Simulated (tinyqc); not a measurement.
## FinFET, parasitic resistance, capacitance and delay: effect of the supply voltage

Nf fins under one contact; each has gated perimeter p = 2 Hf + Wf and cross-section A = Hf Wf; contact width Wc = Nf pf, stack height Hs = Hf. Contact length Lc = CPP - Lg - 2 Lsp, shared by two neighbouring gates. Source and drain sides are equal. The formulas are first-order estimates, not field solutions.

Epitaxy sheet resistance Rsh = re/te, transfer length LT = sqrt(rc/Rsh), contact Rc = [sqrt(rc Rsh)/Wc] coth(Lc/(2 LT)); extension of one fin Rx = rx Lsp/A. With N fins: gate Cg = Cinv p N Lg; per side, plate Cp = ks eps0 [Wc (Hs + Hc) - N A]/Lsp, top fringe Cf = (2/pi) ks eps0 Wc ln(1 + Lg/(2 Lsp)), overlap Co = Cinv p N Lov. One fin: I = p Q vx u/(1 + |u|^1.8)^(1/1.8), Q = Cinv n Vt ln(1 + exp((Vg' - VT + dl Vd')/(n Vt))), u = Vd' mu/(vx Lg), Vg' = Vgs - v, Vd' = Vds - 2 v, with the drop on each side v = Rc (sum of I) + Rx I. Ieff = [I(Vgs = Vdd, Vds = Vdd/2) + I(Vdd/2, Vdd)]/2, total currents. With Cs = Cp + Cf + Co, the load of an inverter of two such devices driving an equal one is CL = 2 (Cg + 2 Cs) + 4 Cs + Cw (own drains counted twice for the Miller effect); delay CL Vdd/(2 Ieff).

Inputs (values chosen for the exercise); values close to those of silicon logic devices: temperature T = 300 K; number of fins Nf = 1; fin height Hf = 42 nm; fin width Wf = 7 nm; fin pitch pf = 34 nm; contacted gate pitch CPP = 42 nm; gate length Lg = 12 nm; spacer length Lsp = 5 nm; relative permittivity of the spacer ks = 4; gate height above the channel stack Hc = 25 nm; contact resistivity rc = 1.1e-9 ohm cm^2; resistivity of the source-drain epitaxy re = 0.00047 ohm cm; current-carrying depth of the epitaxy te = 20 nm; resistivity of the extension rx = 0.00051 ohm cm; gate overlap Lov = 1.5 nm; inversion capacitance Cinv = 2.5 uF/cm^2; injection velocity vx = 8.3e6 cm/s; apparent mobility mu = 160 cm^2/(V s); threshold at zero drain voltage VT = 0.3 V; barrier lowering dl = 0.043 V/V; subthreshold factor n = 1.15; wire load Cw = 0.25 fF.

Constants: q = 1.602176634e-19 C, kB = 1.380649e-23 J/K, eps0 = 8.8541878128e-12 F/m, Vt = kB T/q. Results are converted to the units shown.

The same in every row: Rc (ohm) = 346.2; Rx/N (ohm) = 86.73; CL (aF) = 449.2.

Result of one run:
```
Vdd (V)	Ieff (uA)	delay (ps)
0.55	23.51	5.253
```

What becomes of these results when the supply voltage Vdd is changed from 0.55 to 0.95 V, all else the same?

Result of the changed run:
```
Vdd (V)	Ieff (uA)	delay (ps)
0.95	75.65	2.820
```

The whole series:
```
Vdd (V)	Ieff (uA)	delay (ps)
0.45	13.48	7.500
0.55	23.51	5.253
0.65	35.50	4.112
0.75	48.63	3.463
0.85	62.10	3.074
0.95	75.65	2.820
```

As Vdd goes from 0.45 to 0.95 V, Ieff rises from 13.5 to 75.6 uA, CL stays at 449 aF and the delay falls from 7.50 to 2.82 ps.

Computed by the program tinyqc: `OMP_NUM_THREADS=1 python tinyqc.py 2170144 2170145 out.jsonl`, one thread of a shared Intel Xeon 2.30GHz, about 0.04 s for the whole run.
